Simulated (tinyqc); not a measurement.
Donor in an ellipsoidal valley (Kohn-Luttinger variational method): one step, computed by the program tinyqc. Command: `OMP_NUM_THREADS=1 python tinyqc.py 3007976 3007977 out.jsonl kohnlutt walk`. One thread of a shared host (Intel(R) Xeon(R) Processor @ 2.30GHz), about 0.03 s of CPU time with the checks.

H = -(d^2/dx^2 + d^2/dy^2) - gamma d^2/dz^2 - 2/r in units built on m_t, with gamma = m_t/m_l and z along the valley axis. One valley; no valley-orbit or central-cell term.

Task: Effective units. Ry* = Ry m_t/eps^2, a* = a_0 eps/m_t, gamma = m_t/m_l.

Inputs (values chosen for the exercise, modelled on silicon): transverse mass m_t = 0.186 m_0; longitudinal mass m_l = 0.917 m_0; dielectric constant eps = 11.3.

Constants: Ry = 13.605693123 eV; a_0 = 0.529177210903 angstrom.

Give: Ry*; a*; gamma.

Result:

Ry* = 19.819 meV

a* = 32.149 angstrom

gamma = 0.20284
